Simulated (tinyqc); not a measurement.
Resistance of a tapered via with liner, size effect and interface: one step of the calculation.

A round via whose diameter grows from db at the bottom as D(z) = db + 2 z/tan(ang). The fill, of diameter D - 2 tl, starts above the bottom liner (thickness fb tl) and has rho = rho0 (1 + ks lam/(D - 2 tl)); the sidewall liner conducts in parallel with it. The bottom liner and the interface are crossed over the full area pi db^2/4. Spreading in the lines above and below is left out.

Task. Slices of the via. Slices between z0 = fb tl and hv, evaluated at their midpoints: conductance per length pi/4 [(D - 2 tl)^2/rho + (D^2 - (D - 2 tl)^2)/rl], slice resistance = slice height over that. 8 slices.

Values chosen for this exercise; fill metal close to tungsten: diameter at the bottom db = 38 nm; height hv = 150 nm; sidewall angle ang = 87 degrees; bulk resistivity of the fill rho0 = 5.16 uohm cm; mean free path of the fill lam = 15.2 nm; size-effect factor ks = 1; liner on the sidewall tl = 3.3 nm; liner at the bottom over that on the sidewall fb = 0.5; resistivity of the liner rl = 390 uohm cm.

Give: z; D; rho; slice resistance.

Result.

```
slice  z (nm)  D (nm)  rho (uohm cm)  slice resistance (ohm)
0      10.922  39.145         7.5700                  1.6730
1      29.466  41.088         7.4342                  1.4640
2      48.009  43.032         7.3128                  1.2913
3      66.553  44.976         7.2038                  1.1470
4      85.097  46.919         7.1053                  1.0253
5      103.64  48.863         7.0158                 0.92180
6      122.18  50.807         6.9342                 0.83302
7      140.73  52.750         6.8595                 0.75633
```

Numbers from tinyqc (`OMP_NUM_THREADS=1 python tinyqc.py 2750139 2750140 out.jsonl`; about 0.01 s on one thread of a shared Intel Xeon 2.30GHz).
